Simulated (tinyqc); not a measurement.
Propagation of a band-gap error through k.p and effective-mass formulas, step by step. Values are carried at full precision from step to step, so a last printed digit may differ when a step is redone from the rounded ones.

Chain, for a gap E (the reference Eg or another value), with Ep and Dso kept: 1/me = 1 + Ep (E + 2 Dso/3)/(E (E + Dso)); g* = 2 - 2 Ep Dso/(3 E (E + Dso)); g1(E) = g1 + (Ep/3)(1/E - 1/Eg), g2(E) = g2 + (Ep/6)(1/E - 1/Eg), light hole 1/(g1 + 2 g2), heavy hole 1/(g1 - 2 g2) along [100]; optical constant ei(E) = 1 + (ei - 1)(EP/(EP + E - Eg))^2, static e0(E) = ei(E) + e0 - ei.

Constants: Ry = 13.60569312 eV; a0 (Bohr radius) = 0.5291772105 angstrom; kB = 8.617333262e-05 eV/K; hbar^2/2m0 = 3.80998211 eV angstrom^2.

Parameters, chosen for this exercise (reference values near those of CdTe, gap at low temperature; the results hold for these values, not for the real material):
```
symbol  value  unit        meaning
Eg      1.614  eV          gap at Gamma to the s-like level
Dso     0.909  eV          spin-orbit splitting
Ep      19     eV          Kane energy
g1      5.32               Luttinger gamma1
g2      1.7                gamma2
e0      10.4               static dielectric constant
ei      7.16               optical dielectric constant
EP      5.29   eV          mean (Penn) gap
Eg2     0.952  eV          a wrong gap, of the size a semi-local functional can give
mh      0.48   m0          density-of-states mass of the holes
T       400    K           temperature
k       0.049  1/angstrom  wave vector
```

## Masses, g factor and screening for both gaps

Evaluate the chain at Eg and at Eg2.

Band values at the two gaps:
```
quantity      at Eg   at Eg2  ratio
me          0.08804  0.05647  0.641
g*          -0.8275   -4.499      -
g1            5.320    8.049  1.513
g2            1.700    3.064  1.803
light hole   0.1147  0.07054  0.615
heavy hole   0.5208   0.5208  1.000
ei            7.160    9.048  1.264
e0            10.40    12.29  1.182
```

The gap is off by a factor of 0.59; the electron mass follows with 0.64 and the light hole with 0.62, while the heavy hole, which does not couple to the conduction level, keeps its value. The optical constant changes less, by +26 %, as it answers to the mean gap, which shifts by the same -0.66 eV on a base of 5.29 eV. g* moves by -3.67; remote bands, left out here, shift it by tenths or, where it is large, by some per cent.

## Binding energies and densities for both gaps

Donor: R = Ry me/e0^2, a_B = a0 e0/me, Mott density (0.26/a_B)^3. Nc, Nv = 2 (m kT/(4 pi c))^(3/2), c = hbar^2/2m0, ni = sqrt(Nc Nv) exp(-E/2kT). Exciton: Ry mu/e0^2 with 1/mu = 1/me + g1(E). 1 angstrom^-3 = 1e24 cm^-3.

Use the values of the table.

Results:
```
quantity                  at Eg     at Eg2     ratio
R (meV)                   11.07      5.088     0.459
a_B (angstrom)            62.51      115.2      1.84
Mott density (cm^-3)  7.196e+16  1.151e+16     0.160
Nc (cm^-3)            1.009e+18  5.185e+17     0.514
ni (cm^-3)            2.447e+08  2.597e+12  1.06e+04
exciton (meV)             7.542      3.498     0.464
```

Power laws carry the error on: the donor energy (me/e0^2) by a factor of 0.459, the Mott density (cube of me/e0) by 0.160. ni, with its exponential, changes by a factor of 1.06e+04, that is 4.0 decades.

## A scissor shift and what it does not mend

A rigid shift D = Eg - Eg2 of the conduction band restores the gap but leaves the curvature, so the mass stays me(Eg2); redoing the sum 1/m = 1 + Ep (E + 2 Dso/3)/(E (E + Dso)) with E = Eg and the same Ep gives another mass. For optics, eps2 at the edge goes as |p|^2/E^2: a rigid shift keeps the dipole elements p/E, while shifting the energies under unchanged p scales eps2 by (Eg2/Eg)^2.

shift D = 0.662 eV
mass under a rigid shift = 0.0565 m0
mass from the sum with the corrected gap = 0.0880 m0
factor on eps2 if p is left unscaled = 0.348

The rigid shift leaves the mass off by a factor of 0.64. The mass from the corrected gap is the reference me(Eg) here, because the exercise keeps Ep fixed; a real correction of the gap depends on k and changes Ep as well.

## Far from the edge the relative error shrinks

Two-level dispersion E(k) = sqrt(E^2/4 + Ep c k^2) - E/2 at k/4, k, 4k for both gaps, c = hbar^2/2m0.

Energies above the edge:
```
k (1/angstrom)  at Eg (eV)  at Eg2 (eV)  ratio
0.01225             0.0067       0.0113  1.682
0.04900             0.1013       0.1568  1.547
0.19600             1.0456       1.2582  1.203
```

The ratio tends to Eg/Eg2 = 1.70 at k = 0 and goes from 1.682 to 1.203: at large k both curves approach the same slope sqrt(Ep c), while their distance in eV grows towards |Eg - Eg2|/2.

## Checks

- Chain at E = Eg against the inputs g1, g2, ei, e0: they agree to 1e-10 or better.

Program tinyqc; command `OMP_NUM_THREADS=1 python tinyqc.py 1850154 1850155 out.jsonl`; about 0.01 s on one thread of a shared Intel(R) Xeon(R) Processor @ 2.30GHz.
